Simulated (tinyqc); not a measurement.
Inputs raised by 2 %, one at a time: implant damage, amorphisation by cascade overlap, and solid-phase epitaxial regrowth. Computed by tinyqc, a small Python program. Command: `OMP_NUM_THREADS=1 python tinyqc.py 3111226 3111227 out.jsonl sper sens`. One thread of a shared host (Intel(R) Xeon(R) Processor @ 2.30GHz), about 0.01 s of CPU time with the checks.

Range and width of the damage are inputs. Dynamic annealing enters only through the surviving share f.

Inputs (values chosen for the exercise, modelled on silicon ions in silicon): atomic density N = 49.9 1/nm^3; ion Z1 = 14; ion mass M1 = 28 u; target Z2 = 14; target mass M2 = 28.09 u; ion energy E = 27 keV; displacement energy E_d = 15 eV; depth of the damage peak R_d = 26 nm; width of the damage profile s_d = 17 nm; share of defects that survive f = 0.58; critical displaced share x_c = 0.17; dose Q = 2.3e+15 1/cm^2; regrowth prefactor v0 = 5.9e+15 nm/s; regrowth energy E_a = 2.7 eV; anneal temperature = 546 C; rate relative to (100) = 1; peak enhancement by the dopant = 4.2; ramp rate = 110 K/s.

Constants: a_0 = 0.529177210903 angstrom; e^2/(4 pi eps_0) = 14.39964548 eV angstrom; k_B = 8.617333262e-05 eV/K.

Method:
- Robinson partition: eps = E a M2/(Z1 Z2 (e^2/(4 pi eps_0)) (M1 + M2)), a = 0.8853 a_0/sqrt(Z1^(2/3) + Z2^(2/3)); k = 0.0793 Z1^(2/3) Z2^(1/2) (M1 + M2)^(3/2)/((Z1^(2/3) + Z2^(2/3))^(3/4) M1^(3/2) M2^(1/2)); damage energy T_d = E/(1 + k (eps + 0.40244 eps^(3/4) + 3.4008 eps^(1/6))); displacements nu = 0.8 T_d/(2 E_d).
- Displaced share x(z) = f nu Q exp(-(z - R_d)^2/(2 s_d^2))/(sqrt(2 pi) s_d N); the layer is amorphous where x > x_c, between R_d -/+ s_d sqrt(2 ln(x_max/x_c)), the upper edge being cut at the surface. Threshold dose Q_c = Q x_c/x_max.
- v = v0 x orientation factor x exp(-E_a/(k_B T)) x [1 + (enhancement - 1) exp(-(z - R_d)^2/(2 s_d^2))], T = anneal temperature + 273.15 K; the dopant is taken to follow the damage profile; the lower front moves from the lower edge z2 to the surface, or to the middle (z1 + z2)/2 of a buried layer with upper edge z1; time = int dz/v; the equivalent undoped distance is that time times the undoped velocity.
- On a linear ramp from 200 C regrowth ends at the T_f where int v_undoped dT/(ramp rate) equals the equivalent undoped distance.

Runs; columns: (1) input moved; (2) from; (3) to; (4) threshold dose Q_c (1/cm^2); (5) lower edge (nm); (6) time with enhancement (s); (7) temperature at which regrowth ends (C):
```
(1)                                 (2)     (3)        (4)    (5)    (6)    (7)
base run                              -       -  1.389e+14  66.28  182.1  714.5
ion energy E (keV)                   27   27.54  1.365e+14  66.40  182.8  714.6
depth of the damage peak R_d (nm)    26   26.52  1.389e+14  66.80  183.9  714.8
share of defects that survive f    0.58  0.5916  1.362e+14  66.42  182.9  714.6
critical displaced share x_c       0.17  0.1734  1.417e+14  66.14  181.3  714.4
peak enhancement by the dopant      4.2   4.284  1.389e+14  66.28  179.6  714.1
ramp rate (K/s)                     110   112.2  1.389e+14  66.28  182.1  715.1
```

Exponents ln(y'/y) / ln(x'/x):
```
input                            threshold dose Q_c  lower edge  time with enhancement  temperature at which regrowth ends
ion energy E                                 -0.871       0.094                  0.199                               0.008
depth of the damage peak R_d                  0.000       0.395                  0.505                               0.021
share of defects that survive f              -1.000       0.108                  0.228                               0.009
critical displaced share x_c                  1.000      -0.109                 -0.229                              -0.009
peak enhancement by the dopant                0.000       0.000                 -0.700                              -0.029
ramp rate                                     0.000       0.000                  0.000                               0.041
```

Among the inputs moved here: threshold dose Q_c answers most in size to critical displaced share x_c (exponent +1.000), and about equally to share of defects that survive f (-1.000); its exponent is below 0.0005 for depth of the damage peak R_d, peak enhancement by the dopant, ramp rate. Lower edge answers most in size to depth of the damage peak R_d (exponent +0.395), next to critical displaced share x_c (-0.109); its exponent is below 0.0005 for peak enhancement by the dopant, ramp rate. Time with enhancement answers most in size to peak enhancement by the dopant (exponent -0.700), next to depth of the damage peak R_d (+0.505); its exponent is below 0.0005 for ramp rate. Temperature at which regrowth ends answers most in size to ramp rate (exponent +0.041), next to peak enhancement by the dopant (-0.029).

Extremes, crossings and ranges named in words are read from the listed rows.
